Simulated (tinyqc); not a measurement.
Force balance against energy balance: elastic strain and critical thickness of a cubic alloy layer A(1-x)B(x) on a thick substrate. Computed by tinyqc, a small Python program. Command: `OMP_NUM_THREADS=1 python tinyqc.py 3017830 3017831 out.jsonl misfit walk`. One thread of a shared host (Intel(R) Xeon(R) Processor @ 2.30GHz), about 0.01 s of CPU time with the checks.

Strain is positive in tension. The layer is coherent with the substrate unless said otherwise.

Inputs (values chosen for the exercise, for a model alloy):
```
quantity                        value      unit
fraction x of B                  0.28         -
lattice constant a_A            5.653  angstrom
lattice constant a_B            6.096  angstrom
substrate lattice constant a_S  5.652  angstrom
```

Growth plane: (001). Layer: buried under a thick cap. Misfit dislocation: 60-degree.

C11, C12, C44 of A (GPa): 113.8  48.37  60.53

C11, C12, C44 of B (GPa): 79.86  40.47  46.39

Method:
- a = (1 - x) a_A + x a_B, the same rule for each C_ij; misfit f = (a_S - a)/a, the in-plane strain of the coherent layer.
- Voigt averages: G = (C11 - C12 + 3 C44)/5, B = (C11 + 2 C12)/3, nu = (3 B - 2 G)/(2 (3 B + G)); b = a/sqrt(2). The 60-degree dislocation has cos alpha = 1/2, and cos lambda = 1/2 on (001).
- Matthews-Blakeslee: h_c = A [ln(h_c/b) + 1], A = b (1 - nu cos^2 alpha)/(4 pi |f| (1 + nu) cos lambda), the factor 4 pi being that of a buried layer, with a dislocation at both interfaces.
- People-Bean: h_c = P ln(h_c/b), P = (1 - nu)/(1 + nu) b^2/(16 pi sqrt(2) a f^2). The misfit is scaled by 0.25, 0.4, 0.6, 1, 1.5, 2.2 at fixed a, b and nu; the upper root is taken, and rows with A < 1.3 b or P < 3 b, where the roots shrink to the core size or vanish, are left out.

misfit f = -0.0216443

prefactor A = 2.33237 nm

Poisson ratio nu = 0.217753

Burgers vector b = 0.408498 nm

free lattice constant a = 5.77704 angstrom

Critical thickness:
```
|f| (%)  Matthews-Blakeslee (nm)  People-Bean (nm)   ratio
0.5411                    55.082            658.35  11.952
0.8658                    31.092            218.81   7.038
1.2987                    18.765             82.07   4.374
2.1644                     9.726             22.28   2.291
3.2466                     5.636              7.06   1.252
```

What follows from these numbers?

The exponents d ln h_c/d ln f are -1.22 and -2.34 between the first rows, steeper than the -1 and -2 of the prefactors because of the logarithm. The ratio falls from 12.0 to 1.25 as the misfit grows. Where People-Bean lies above, a layer between the lines is metastable: dislocations would lower the energy but have to be nucleated. People-Bean has no form for a buried layer. Above about 2 % misfit islands may come first.
